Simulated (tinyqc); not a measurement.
Inside a calculation. Model: cluster expansion of a binary alloy: correlations, fit, cross-validation and ground states. Computed by tinyqc, a small Python program that keeps every step. Command: `OMP_NUM_THREADS=1 python tinyqc.py 3012239 3012240 out.jsonl clex walk`. One thread of a shared host (Intel(R) Xeon(R) Processor @ 2.30GHz), about 0.2 s of CPU time with the checks. Intermediate numbers are printed to about 5 digits and carried at full precision; extremes and crossings named in words are read from the listed rows.

s = +1 for A and -1 for B. Energy per site E = J0 + J1 P(point) + sum over clusters of m V P, with P the mean product of spins; V > 0 on a pair favours unlike neighbours. Clusters per site m: pair 1 6, pair 2 3, pair 3 12, triplet 8; the triplet is the triangle of first neighbours. Formation energies are counted from the line between pure A and pure B, which removes J0 and J1.

Inputs (values chosen for the exercise, for a model alloy): first-pair interaction V1 = 4.27 meV; second-pair interaction V2 = 1.7 meV; third-pair interaction V3 = 0.33 meV; triplet interaction Vt = -0.38 meV; noise amplitude = 2.1 meV/site; temperature T = 440 K; fraction x of B = 0.77.

Lattice: fcc.

Constants: k_B = 8.617333262e-05 eV/K.

## Design matrix

correlations P, counted on periodic cells, rows A, A3B L1_2, A3B D0_22, A3B (001) layers, A2B (001) layers, AB L1_0, AB L1_1, A2B2 (001) layers, AB2 (001) layers, AB3 L1_2, AB3 D0_22, AB3 (001) layers, B, columns point, pair 1, pair 2, pair 3, triplet:
$$\begin{pmatrix}
1.0000 & 1.0000 & 1.0000 & 1.0000 & 1.0000 \\
0.5000 & 0.0000 & 1.0000 & 0.0000 & -0.5000 \\
0.5000 & 0.0000 & 0.6667 & 0.3333 & -0.5000 \\
0.5000 & 0.3333 & 0.6667 & 0.0000 & 0.5000 \\
0.3333 & 0.1111 & 0.5556 & -0.3333 & 0.3333 \\
0.0000 & -0.3333 & 1.0000 & -0.3333 & 0.0000 \\
0.0000 & 0.0000 & -1.0000 & 0.0000 & 0.0000 \\
0.0000 & 0.3333 & 0.3333 & -0.3333 & 0.0000 \\
-0.3333 & 0.1111 & 0.5556 & -0.3333 & -0.3333 \\
-0.5000 & 0.0000 & 1.0000 & 0.0000 & 0.5000 \\
-0.5000 & 0.0000 & 0.6667 & 0.3333 & 0.5000 \\
-0.5000 & 0.3333 & 0.6667 & 0.0000 & -0.5000 \\
-1.0000 & 1.0000 & 1.0000 & 1.0000 & -1.0000
\end{pmatrix}$$

Design matrix of formation energies: m (P - 1) for pairs and m (P(triplet) - P(point)) for the triplet; x = (1 - P(point))/2.

X, rows A, A3B L1_2, A3B D0_22, A3B (001) layers, A2B (001) layers, AB L1_0, AB L1_1, A2B2 (001) layers, AB2 (001) layers, AB3 L1_2, AB3 D0_22, AB3 (001) layers, B, columns pair 1, pair 2, pair 3, triplet:
$$\begin{pmatrix}
0.000 & 0.000 & 0.000 & 0.000 \\
-6.000 & 0.000 & -12.000 & -8.000 \\
-6.000 & -1.000 & -8.000 & -8.000 \\
-4.000 & -1.000 & -12.000 & 0.000 \\
-5.333 & -1.333 & -16.000 & 0.000 \\
-8.000 & 0.000 & -16.000 & 0.000 \\
-6.000 & -6.000 & -12.000 & 0.000 \\
-4.000 & -2.000 & -16.000 & 0.000 \\
-5.333 & -1.333 & -16.000 & 0.000 \\
-6.000 & 0.000 & -12.000 & 8.000 \\
-6.000 & -1.000 & -8.000 & 8.000 \\
-4.000 & -1.000 & -12.000 & 0.000 \\
0.000 & 0.000 & 0.000 & 0.000
\end{pmatrix}$$

## Formation energies

standard normal numbers for the noise (0 for the pure ends): A 0.000, A3B L1_2 -0.746, A3B D0_22 1.236, A3B (001) layers 0.904, A2B (001) layers 0.173, AB L1_0 0.319, AB L1_1 -0.237, A2B2 (001) layers -0.007, AB2 (001) layers -0.428, AB3 L1_2 0.331, AB3 D0_22 1.152, AB3 (001) layers 1.482, B 0.000

Exact: X V with V = (V1, V2, V3, Vt). The data to fit add the noise amplitude times the normal numbers, standing for what the clusters leave out.

exact energies (meV/site): A 0.00, A3B L1_2 -26.54, A3B D0_22 -26.92, A3B (001) layers -22.74, A2B (001) layers -30.32, AB L1_0 -39.44, AB L1_1 -39.78, A2B2 (001) layers -25.76, AB2 (001) layers -30.32, AB3 L1_2 -32.62, AB3 D0_22 -33.00, AB3 (001) layers -22.74, B 0.00

data (meV/site): A 0.0000, A3B L1_2 -28.1066, A3B D0_22 -24.3244, A3B (001) layers -20.8416, A2B (001) layers -29.9567, AB L1_0 -38.7701, AB L1_1 -40.2777, A2B2 (001) layers -25.7747, AB2 (001) layers -31.2188, AB3 L1_2 -31.9249, AB3 D0_22 -30.5808, AB3 (001) layers -19.6278, B 0.0000

## Normal equations for V1, V2, Vt

Leave out pair 3: A = X^T X and b = X^T E (E being the data with noise) over these three columns; solve A V = b. The root-mean-square error runs over the structures between the pure ends.

matrix A, rows V1, V2, Vt:
$$\begin{pmatrix}
348.89 & 78.22 & 0.00 \\
78.22 & 47.56 & 0.00 \\
0.00 & 0.00 & 256.00
\end{pmatrix}$$

b (meV): [1832.7, 470.2, -80.6]

fitted V1, V2, Vt (meV): [4.8103, 1.9742, -0.3148]

root-mean-square error of the three-cluster fit = 2.0897 meV/site

The fit misses V1 by +0.54, V2 by +0.27 and Vt by +0.07 meV; the omitted V3 = 0.33 meV and the noise shift the fitted values.

## Which clusters to keep

For each set, H = X (X^T X)^-1 X^T over the structures between the ends; residual e = E - H E; leave-one-out error e_i/(1 - H_ii); both as root mean squares.

Fits:
```
clusters     fit error (meV/site)  leave-one-out error (meV/site)  largest H_ii
V1                         4.1604                          4.6228       0.18344
V1 V2                      2.5833                          2.9866       0.82499
V1 V3                      3.5762                          4.2020       0.34839
V1 V2 Vt                   2.0897                          2.9806       0.82499
V1 Vt                      3.8733                          4.7511       0.35318
V1 V2 V3                   2.0883                          3.7347       0.89605
V1 V3 Vt                   3.2377                          3.8430       0.51586
V1 V2 V3 Vt                1.4333                          3.3970       0.89605
```

leave-one-out error without pair 3 = 2.9806 meV/site

leave-one-out error with all four = 3.3970 meV/site

The fit error can only fall as clusters are added, to 1.43 meV with all four. The leave-one-out error is least for V1 V2 Vt (2.98 meV), and all four give 3.40: the extra terms fit noise more than signal.

## Ground states by the convex hull

Height above the hull = E less the lowest straight line between two structures that bracket x (or the lowest structure at the same x). The three-term fit is X V with the fitted values.

Hull among these structures (meV/site):
```
structure               x  exact E  above hull  fitted E  above hull, fit
A                  0.0000     0.00       0.000     0.000            0.000
A3B L1_2           0.2500   -26.54       0.380   -26.343            1.974
A3B D0_22          0.2500   -26.92       0.000   -28.317            0.000
A3B (001) layers   0.2500   -22.74       4.180   -21.215            7.102
A2B (001) layers   0.3333   -30.32       0.887   -28.287            4.160
AB L1_0            0.5000   -39.44       0.340   -38.483            2.224
AB L1_1            0.5000   -39.78       0.000   -40.707            0.000
A2B2 (001) layers  0.5000   -25.76      14.020   -23.190           17.517
AB2 (001) layers   0.6667   -30.32       4.940   -28.287            7.518
AB3 L1_2           0.7500   -32.62       0.380   -31.381            1.974
AB3 D0_22          0.7500   -33.00       0.000   -33.355            0.000
AB3 (001) layers   0.7500   -22.74      10.260   -21.215           12.139
B                  1.0000     0.00       0.000     0.000            0.000
```

lowest exact formation energy = -39.78 meV/site

On the exact hull: A, A3B D0_22, AB L1_1, AB3 D0_22, B. The fit finds the same set. A structure at zero height may lie on a tie line without being a vertex, and structures outside this list could lie lower.

## The random alloy and its short-range order

Random alloy: P(pair) = p^2, P(triplet) = p^3, p = 1 - 2x, so H_mix = (p^2 - 1) sum m V(pairs) + (p^3 - p) m Vt; G_mix = H_mix + k_B T [x ln x + (1 - x) ln(1 - x)]. To first order in 1/T the Warren-Cowley parameter of shell 1 is alpha_1 = -(1 - p^2) V_eff/(k_B T), V_eff = V1 + (number of triplets on a first-neighbour bond) p Vt, that number being 4.

mixing enthalpy H_mix = -25.730 meV/site

mixing free energy G_mix = -46.178 meV/site

alpha_1 = -0.095113

alpha_1 < 0: unlike neighbours are preferred.

Checks made by the program: leave-one-out formula against refits (relative difference below 1e-10).
